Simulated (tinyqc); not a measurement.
From results back to parameters: Wannier function of the lower band of a two-orbital chain. Two cases, with inputs chosen for the exercise.

Problem. A band E(k) = H0 + 2 H1 cos(ka) + 2 H2 cos(2ka) is known at k = 0, pi/2a and pi/a. The values come from hidden hoppings; c = hbar^2/2m0.

Constants: hbar^2/2m0 = 3.80998211 eV angstrom^2.

Case 1.

Values chosen: a = 4.5 angstrom (period).

E (eV): 0 -1.3220, pi/2a -0.7540, pi/a 0.0300

Case 2.

Values chosen: a = 3.2 angstrom (period).

E (eV): 0 -0.8680, pi/2a -0.6900, pi/a 0.4400

Find: H0, H1, H2; m0/m at k = 0.

Solution. H0 = (E0 + 2 E1 + E2)/4, H1 = (E0 - E2)/4, H2 = (E0 - 2 E1 + E2)/8; the curvature at k = 0 gives m0/m = -(H1 + 4 H2) a^2/c.

Case 1.

H0, H1, H2 (eV): -0.700  -0.338  0.027

m0/m at k = 0 = 1.222

Case 2.

H0, H1, H2 (eV): -0.452  -0.327  0.119

m0/m at k = 0 = -0.400

Computed by tinyqc, one run a case: `OMP_NUM_THREADS=1 python tinyqc.py N N+1 out.jsonl` with N = 1481858, 1481873; one thread of a shared Intel(R) Xeon(R) Processor @ 2.30GHz, about 0.1 s a run at most.
